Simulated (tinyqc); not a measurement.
# In-plane mass from two subband densities

Problem. At zero temperature each occupied subband holds N_k = D (EF - E_k), D = md m0 q/(pi hbar^2) per eV. Two subbands are occupied. Find md, EF - E1 and EF - E2.

Constants: q = 1.602176634e-19 C, hbar = 1.054571817e-34 J s, m0 = 9.1093837015e-31 kg. Results are converted to the units shown.

N1, N2 (cm^-2): 6.4135394e11  1.2e11
E2 - E1 = 18.6 meV

Answer. N1 - N2 = D (E2 - E1) gives D and so md; each N_k/D is a distance to EF.

md = 0.06710 m0
EF - E1 = 22.88 meV
EF - E2 = 4.281 meV

tinyqc, about 0.2 s, one thread, Intel Xeon 2.30GHz (shared host): `OMP_NUM_THREADS=1 python tinyqc.py 2140130 2140131 out.jsonl`
